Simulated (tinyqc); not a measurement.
Capacitance shares from swing and barrier lowering.

Problem. Below threshold the charge is negligible, so the band edge moves as -(aG Vg + aD Vd), aG = CG/CS, aD = CD/CS (CG, CD the capacitances of the barrier top to gate and drain, CS the total), and I goes as exp((aG Vg + aD Vd)/Vt) once Vd is well above Vt. Find aG, aD, CS and CD.

Inputs (values chosen for the exercise): temperature T = 300 K.

Constants: q = 1.602176634e-19 C, kB = 1.380649e-23 J/K, Vt = kB T/q. Results are converted to the units shown.

swing = 71.718590 mV/decade
DIBL = 53.012048 mV/V
CG = 2.2135470 uF/cm^2

Answer. The swing is Vt ln 10/aG and the DIBL, -dVg/dVd at fixed current, is aD/aG.

aG = 0.8300
aD = 0.04400
CS = 2.667 uF/cm^2
CD = 0.1173 uF/cm^2

tinyqc, about 0.01 s, one thread, Intel Xeon 2.30GHz (shared host): `OMP_NUM_THREADS=1 python tinyqc.py 2400053 2400054 out.jsonl`
